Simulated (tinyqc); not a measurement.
Line shape against size: Raman line shape of confined optical phonons and breathing modes of small crystals. Computed by tinyqc, a small Python program. Command: `OMP_NUM_THREADS=1 python tinyqc.py 3009309 3009310 out.jsonl confine walk`. One thread of a shared host (Intel(R) Xeon(R) Processor @ 2.30GHz), about 0.01 s of CPU time with the checks.

Confinement in 3 direction(s) lets phonons with q away from zero scatter light. q is in units of 2 pi/a, from 0 to 1, and the branch is isotropic: omega(q)^2 = (omega_0^2 + omega_X^2)/2 + ((omega_0^2 - omega_X^2)/2) cos(pi q). The model and its constant beta are phenomenological; beta = 8 is the common choice.

Inputs (values chosen for the exercise, modelled on silicon):

| quantity | value | unit |
|---|---|---|
| bulk frequency omega_0 | 520.9 | 1/cm |
| frequency at the zone boundary omega_X | 428 | 1/cm |
| natural width Gamma_0 | 3.4 | 1/cm |
| lattice constant a | 5.431 | angstrom |
| size L | 5.9 | nm |
| confinement constant beta | 4 | - |

Shape: sphere.

Method:
- Weight W(q) = q^2 exp(-(2 L q/a)^2/(2 beta)) dq, that is exp(-k^2 L^2/(2 beta pi^2)) for k = 2 pi q/a.
- Width q_c = a sqrt(2 beta)/(2 L), where the exponential falls to 1/e; curvature of the branch: omega(q) = omega_0 - c q^2, c = pi^2 (omega_0^2 - omega_X^2)/(8 omega_0); for small q_c the mean of q^2 is (number of confined directions) q_c^2/2, and the mean shift is -c times that.
- I(omega) = int W(q) / [(omega - omega(q))^2 + (Gamma_0/2)^2] dq / int W dq x (Gamma_0/2)^2, by 400 Gauss-Legendre points on 0 < q < min(1, 2.5 a sqrt(2 beta)/L).
- The peak is the maximum of I; the width is taken between the half-maximum points, and the asymmetry is the low-side half-width over the high-side one.

mean shift, quadratic estimate = -5.30724 1/cm

Line shape:

| L (nm) | peak shift (1/cm) | full width (1/cm) | asymmetry | mean shift, quadratic estimate (1/cm) |
|---|---|---|---|---|
| 3 | -8.6371 | 26.78 | 2.4362 | -20.527 |
| 3.6 | -6.2506 | 19.382 | 2.344 | -14.255 |
| 4.4 | -4.4785 | 13.873 | 2.1774 | -9.5426 |
| 5.5 | -3.1598 | 9.8877 | 1.9426 | -6.1073 |
| 7 | -2.2051 | 7.1985 | 1.6751 | -3.7703 |
| 10 | -1.3054 | 5.0213 | 1.3393 | -1.8474 |
| 15 | -0.69505 | 3.9295 | 1.1097 | -0.82109 |
| 25 | -0.28335 | 3.4939 | 1.0131 | -0.29559 |

The peak shift falls with exponent -1.77 at the small end and -1.76 at the large end. For still larger L it tends to the mean shift, which goes as 1/L^2; the ratio is 0.42 in the first row and 0.96 in the last. The width exceeds Gamma_0 by over 10 % for L up to 15 nm. In a sphere the factor q^2 removes the weight at q = 0, so the peak itself moves strongly.

Extremes, crossings and ranges named in words are read from the listed rows.
